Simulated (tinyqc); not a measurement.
Circular transfer-length structure: two steps of the calculation.

A disc contact of radius r0 and a very wide ring contact from r1 = r0 + sp outwards lie on a thin layer; the metal has no resistance and the sheet resistance under the contacts equals Rsh.

Values chosen for this exercise:
```
symbol   value      unit                                      meaning
Rsh         75    ohm/sq  sheet resistance of the semiconductor layer
rc      3.6e-9  ohm cm^2                 specific contact resistivity
r0        0.26        um                  radius of the inner contact
sp        0.19        um                     gap between the contacts
```

Problem 1. The three parts of the resistance. Transfer length Lt = sqrt(rc/Rsh). R = (Rsh/2 pi) [(Lt/r0) I0(r0/Lt)/I1(r0/Lt) + ln(r1/r0) + (Lt/r1) K0(r1/Lt)/K1(r1/Lt)] with modified Bessel functions; for r0 >> Lt both ratios tend to 1.

Wanted: Lt; I0/I1; K0/K1; inner contact; gap; outer contact; R.

Solution 1.

Lt = 0.06928 um
I0/I1 = 1.172
K0/K1 = 0.9308
inner contact = 3.728 ohm
gap = 6.548 ohm
outer contact = 1.711 ohm
R = 11.99 ohm

The contacts make up 45.4 % of R.

Problem 2. The large-radius form. Large radius: R = (Rsh/2 pi) [Lt (1/r0 + 1/r1) + ln(r1/r0)], and linearised for sp << r0: Rsh (sp + 2 Lt)/(2 pi r0).

Find: large-radius R; linearised R.

Solution 2.

large-radius R = 11.57 ohm
linearised R = 15.08 ohm

Computed by the program tinyqc: `OMP_NUM_THREADS=1 python tinyqc.py 2760120 2760121 out.jsonl`, one thread of a shared Intel Xeon 2.30GHz, about 0.01 s for the whole run.
